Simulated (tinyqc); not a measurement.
Capacitance of parallel on-chip lines from Laplace's equation on a mesh: two steps of the calculation.

Cross-section of an endless row of equal lines between two grounded planes; neighbours are driven in antiphase (+1 V and -1 V), so the plane midway between two lines is at 0 V. By symmetry one quarter is solved: x runs from the centre of a line (column 0, mirror) to that midplane (column 3, 0 V), y from the mid-height of the line (row 0, mirror) to the ground plane (row 4, 0 V). The line fills columns 0 to 1 and rows 0 to 2 at 1 V. Cells beside the line (below row 2) have e2, cells above have e1. Each link between nodes has the conductance g = mean permittivity of the two cells beside it (a cell beyond a mirror counts as 0), and the free nodes obey sum g (V_neighbour - V) = 0.

Inputs (values chosen for the exercise): relative permittivity above and below the lines e1 = 4.2; relative permittivity between the lines e2 = 2.

Constants: eps0 = 8.8541878128e-12 F/m. Results are converted to the units shown.

Problem 1. Link conductances. gx[j, i] joins node (row j, column i) to column i + 1, gy[j, i] to row j + 1.

Give: gx; gy.

Solution 1.

gx:
```
        col 0   col 1   col 2
row 0  1.0000  1.0000  1.0000
row 1  2.0000  2.0000  2.0000
row 2  3.1000  3.1000  3.1000
row 3  4.2000  4.2000  4.2000
row 4  2.1000  2.1000  2.1000
```

gy:
```
        col 0   col 1   col 2   col 3
row 0  1.0000  2.0000  2.0000  1.0000
row 1  1.0000  2.0000  2.0000  1.0000
row 2  2.1000  4.2000  4.2000  2.1000
row 3  2.1000  4.2000  4.2000  2.1000
```

Problem 2. Capacitance per length. C = 4 eps0 sum g (difference of V)^2 over all links (twice the energy of the four quarters, line at 1 V). Plate estimate without fringing: eps0 [2 e1 w/hd + 2 e2 t/(s/2)], w = 2 hx, t = 4 hx, s/2 = 2 hx, hd = 2 hx.

converged V (V):
```
           col 0      col 1      col 2      col 3
row 0  1.0000000  1.0000000  0.4848998  0.0000000
row 1  1.0000000  1.0000000  0.4697997  0.0000000
row 2  1.0000000  1.0000000  0.3942989  0.0000000
row 3  0.4574730  0.4149461  0.2023112  0.0000000
row 4  0.0000000  0.0000000  0.0000000  0.0000000
```

gx:
```
       col 0  col 1  col 2
row 0      1      1      1
row 1      2      2      2
row 2    3.1    3.1    3.1
row 3    4.2    4.2    4.2
row 4    2.1    2.1    2.1
```

gy:
```
       col 0  col 1  col 2  col 3
row 0      1      2      2      1
row 1      1      2      2      1
row 2    2.1    4.2    4.2    2.1
row 3    2.1    4.2    4.2    2.1
```

Wanted: C; plate estimate.

Solution 2.

C = 249.7 aF/um
plate estimate = 145.2 aF/um

Computed by the program tinyqc: `OMP_NUM_THREADS=1 python tinyqc.py 2790147 2790148 out.jsonl`, one thread of a shared Intel Xeon 2.30GHz, about 0.9 s for the whole run.
